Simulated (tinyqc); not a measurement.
Worked calculation: alloy A(1-x)B(x) by interpolation with bowing. Values are carried at full precision from step to step, so a last printed digit may differ when a step is redone from the rounded ones.

Each gap follows E(x) = (1 - x) E_A + x E_B - C x (1 - x); the lattice constant follows Vegard, a(x) = (1 - x) a_A + x a_B.

Constants: hc = 1239.841984 eV nm; kB = 8.617333262e-05 eV/K.

Values chosen for the exercise (A near GaAs, B near GaP; shifted at random, so the results belong to these values and not to a real crystal):
```
symbol  value                  unit      meaning
a       (5.646, 5.447)         angstrom  lattice constant of A, B
x       0.67                             fraction of B
Eg      (1.534, 2.887)         eV        gap at Gamma to the s-like level of A, B
EgX     (1.977, 2.352)         eV        gap to the lowest valley along Gamma-X of A, B
EgL     (1.829, 2.715)         eV        gap to L of A, B
C       (0.218, 0.263, 0.176)  eV        bowing of the Gamma, X and L gaps
Dso     (0.343, 0.081)         eV        spin-orbit splitting of A, B
Ep      (26, 31)               eV        Kane energy of A, B
me      (0.0673, 0.1303)       m0        electron mass at Gamma of A, B
Cs      0                      eV        bowing of Dso
md      (0.1035, 0.74, 0.47)   m0        density-of-states masses of Gamma, all X and all L valleys
T       300                    K         temperature
```

## Gaps and lattice constant at x

Also give the wavelength hc/E of the lowest gap.

a(x) = 5.5127 angstrom

linear parts (eV): Gamma 2.4405, X 2.2283, L 2.4226

bowing terms C x (1 - x) (eV): Gamma 0.0482, X 0.0581, L 0.0389

gaps (eV): Gamma 2.3923, X 2.1701, L 2.3837

wavelength of the lowest gap = 571.3 nm

The lowest valley is X, so the gap is indirect; the next, L, lies 214 meV higher.

## Where the valleys cross

The difference of two gaps is a quadratic q2 x^2 + q1 x + q0 with q2 = C_i - C_j, q1 = (E_B - E_A - C)_i - (E_B - E_A - C)_j, q0 = E_A,i - E_A,j; give its roots between 0 and 1 (a dash: none).

Crossings:
```
pair         q2      q1      q0  first root  second root
Gamma-X  -0.045   1.023  -0.443      0.4416            -
Gamma-L   0.042   0.425  -0.295      0.6521            -
X-L       0.087  -0.598   0.148      0.2571            -
```

The lowest valley changes at x = 0.442 (Gamma to X, gap 2.078 eV). The other crossings lie above the lowest valley.

## Electron mass of the alloy

Mass at Gamma from the Kane formula 1/m = F + Ep (Eg + 2 Dso/3)/(Eg (Eg + Dso)). F is fixed by the masses of A and B and interpolated linearly, as is Ep; Eg and Dso carry their bowing.

Compare with the linear interpolation of the masses.

F of A, B: [-1.0579, -2.9655]

Ep, Eg, Dso at x (eV): [29.3500, 2.3923, 0.1675]

m(x) from the Kane formula = 0.1035 m0
m(x) linear = 0.1095 m0

The Kane value lies 5.5 % below the linear one. The Gamma valley is not the lowest at this x.

## Shares of the electrons in the valleys

Non-degenerate: n_i proportional to md_i^(3/2) exp(-E_i/kT).

md^(3/2): Gamma 0.0333, X 0.6366, L 0.3222

(E - E_min)/kT: Gamma 8.60, X 0.00, L 8.26

shares: Gamma 0.000, X 1.000, L 0.000

X holds most electrons (100.0 %).

## Checks

- The Gamma and X gaps at their crossing x = 0.4416 (eV): both 2.0778.
- The Gamma and L gaps at their crossing x = 0.6521 (eV): both 2.3668.
- The X and L gaps at their crossing x = 0.2571 (eV): both 2.0232.

Run: tinyqc, `OMP_NUM_THREADS=1 python tinyqc.py 1050887 1050888 out.jsonl`; Intel(R) Xeon(R) Processor @ 2.30GHz, one thread, shared host; about 0.01 s of CPU time with all checks.
